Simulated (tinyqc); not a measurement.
Inside a calculation. Method: UHF in the sto-3g basis, for H6, spin multiplicity 1. This run ends on a higher stationary point, not on the lowest solution. Computed by tinyqc, a small Python program that keeps every step (integrals from PySCF). Settings: charge = 0, multiplicity = 1, basis = sto-3g, energy threshold = 1e-09, iteration cap = 71, orthogonalisation = symmetric, start = core, DIIS depth = 6, method = UHF, break = 0.2. Command: `OMP_NUM_THREADS=1 python tinyqc.py 20304 20305 out.jsonl` (the two numbers bound the seeds that draw the settings). One thread of a shared host (Intel(R) Xeon(R) Processor @ 2.60GHz), about 0.2 s of CPU time with the checks.

Geometry (angstrom):
```
atom         x         y         z
H     0.000000  0.000000  0.000000
H     0.000000  0.000000  1.281000
H     0.000000  0.000000  2.844000
H     0.000000  0.000000  4.125000
H     0.000000  0.000000  5.689000
H     0.000000  0.000000  6.970000
```

Stop when the energy changes by less than 1e-09 hartree and every element of the error matrix X^T (F D S - S D F) X (for each spin) is below 9e-06.

Course of the cycle:
```
iteration  E (hartree)     change  largest element of the error matrix
1          -2.49599511          -                             2.11e-01
2          -2.91227062  -4.16e-01                             5.37e-02
3          -2.93636762  -2.41e-02                             1.25e-02
4          -2.93899502  -2.63e-03                             6.09e-03
5          -2.93943860  -4.44e-04                             6.71e-03
6          -2.93743553   2.00e-03                             7.85e-04
7          -2.93743917  -3.64e-06                             7.11e-04
8          -2.93744017  -1.01e-06                             6.25e-04
9          -2.93744104  -8.63e-07                             5.98e-04
10         -2.93744050   5.36e-07                             5.96e-04
11         -2.93740864   3.19e-05                             4.28e-04
12         -2.93737507   3.36e-05                             4.86e-05
13         -2.93737502   4.77e-08                             2.37e-05
14         -2.93737502   4.91e-09                             1.03e-05
15         -2.93737502  -7.93e-10                             1.08e-05
16         -2.93737502   2.61e-09                             9.42e-06
17         -2.93737501   1.84e-09                             7.52e-06
18         -2.93737501   1.00e-09                             2.05e-06
19         -2.93737501   1.14e-10                             1.52e-06
```

Can the last value be used, and what does the course show?

No, though the log alone does not show it. Converged in 19 iterations. But the solution lies 0.03910 hartree above the reference: it is another stationary point, not the lowest one. Reruns (cap 100 unless said): DIIS 8: converged in 13 to a higher stationary point; damping 0.5: converged in 94; level shift 0.5: converged in 72; atomic densities as start, DIIS 8: converged in 9 to a higher stationary point. PySCF UHF in the same basis, after a stability check = -2.97647412 hartree.
